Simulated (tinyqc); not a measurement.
# Square on-chip spiral inductor, lumped pi model: what changes with what

Outer diameter do = di + 2 n wd + 2 (n - 1) sp, mean da = (do + di)/2, fill p = (do - di)/(do + di), length l = 4 n da. L = 2.34 mu0 n^2 da/(1 + 2.75 p), mu0 = 4 pi 1e-7 H/m. Rs = rho l/(wd delta (1 - exp(-th/delta))), delta = sqrt(rho/(pi f mu0)). Cs = n wd^2 eps0 eo/hu across the coil. At each end Cox = l wd eps0 eo/(2 ho) leads to the substrate branch Rsi = 2 rs he/(l wd) in parallel with Csi = l wd eps0 11.7/(2 he). With one end grounded Y = 1/(Rs + i w L) + i w Cs + 1/[1/(i w Cox) + 1/(1/Rsi + i w Csi)], w = 2 pi f; Q = -Im Y/Re Y. Eddy currents in neighbouring turns and in the substrate are left out.

Values chosen for this exercise; values of the order met in silicon radio-frequency processes: number of turns n = 3.5; line width wd = 10 um; space between turns sp = 1.5 um; inner diameter di = 100 um; metal thickness th = 0.9 um; metal resistivity rho = 2.2 uohm cm; oxide below the coil ho = 9 um; oxide between coil and underpass hu = 1.1 um; relative permittivity of the oxide eo = 3.9; substrate resistivity rs = 10 ohm cm; effective spreading depth in the substrate he = 30 um; frequency f = 3.4 GHz.

Constants: eps0 = 8.8541878128e-12 F/m. Results are converted to the units shown.

Each table varies one quantity; the others keep the values above.

## Quality factor against frequency

Apparent inductance Im(1/Y)/w; share of the loss Re(substrate branch)/Re Y.

Results:

| f (GHz) | Rs (ohm) | w L/Rs | Q | apparent inductance (nH) | loss in the substrate (%) |
|---|---|---|---|---|---|
| 0.28 | 5.243 | 0.9485 | 0.9476 | 2.827 | 0.001320 |
| 0.46 | 5.389 | 1.516 | 1.514 | 2.829 | 0.006344 |
| 0.75 | 5.575 | 2.389 | 2.380 | 2.834 | 0.03524 |
| 1.2 | 5.809 | 3.669 | 3.632 | 2.846 | 0.1991 |
| 3.3 | 6.581 | 8.907 | 7.785 | 2.981 | 7.481 |
| 5.3 | 7.133 | 13.20 | 8.263 | 3.223 | 27.97 |
| 8.7 | 7.908 | 19.54 | 5.184 | 3.966 | 61.50 |
| 14 | 8.914 | 27.90 | 1.329 | 6.425 | 83.06 |

Estimate the missing row, f = 2 GHz.

Computed row:

| f (GHz) | Rs (ohm) | w L/Rs | Q | apparent inductance (nH) | loss in the substrate (%) |
|---|---|---|---|---|---|
| 2 | 6.143 | 5.783 | 5.584 | 2.883 | 1.315 |

With this row back in the table: Q goes from 0.948 through a maximum of 8.26 (at f = 5.3 GHz among the rows listed) to 1.33; the exact peak is 8.47 at 4.55 GHz and Q reaches zero at the self-resonance, 16.8 GHz. The share of the substrate rises from 0.00132 to 83.1 %, and the apparent inductance ends at 2.27 times L. At the peak the substrate takes 19.2 % of the loss. For f = 14 the coil is longer than 0.15 of a wavelength in the oxide, where one lumped section is rough.

## Effect of the number of turns

Same model as above.

Peak Q and its frequency from a search over f; self-resonance where Im Y = 0; Q at the given f (negative beyond resonance).

Effect of the number of turns:

| n | L (nH) | do (um) | peak Q | f of the peak (GHz) | self-resonance (GHz) | Q at f |
|---|---|---|---|---|---|---|
| 1.5 | 0.5573 | 131.5 | 12.75 | 18.79 | 63.94 | 4.996 |
| 2.5 | 1.472 | 154.5 | 9.809 | 7.515 | 29.20 | 6.941 |
| 3.5 | 2.827 | 177.5 | 8.466 | 4.545 | 16.79 | 7.893 |
| 4.5 | 4.660 | 200.5 | 7.582 | 3.237 | 10.71 | 7.561 |
| 5.5 | 7.019 | 223.5 | 6.890 | 2.482 | 7.305 | 5.951 |
| 6.5 | 9.952 | 246.5 | 6.307 | 1.983 | 5.278 | 3.621 |
| 8.5 | 17.75 | 292.5 | 5.353 | 1.360 | 3.140 | -0.5910 |

What does the table show?

As n goes from 1.5 to 8.5, L rises from 0.557 to 17.8 nH, the peak Q falls from 12.7 to 5.35, its frequency falls from 18.8 to 1.36 GHz and the self-resonance falls from 63.9 to 3.14 GHz.

Program tinyqc, `OMP_NUM_THREADS=1 python tinyqc.py 2302075 2302076 out.jsonl`; Intel Xeon 2.30GHz, shared host, one thread, about 0.01 s.
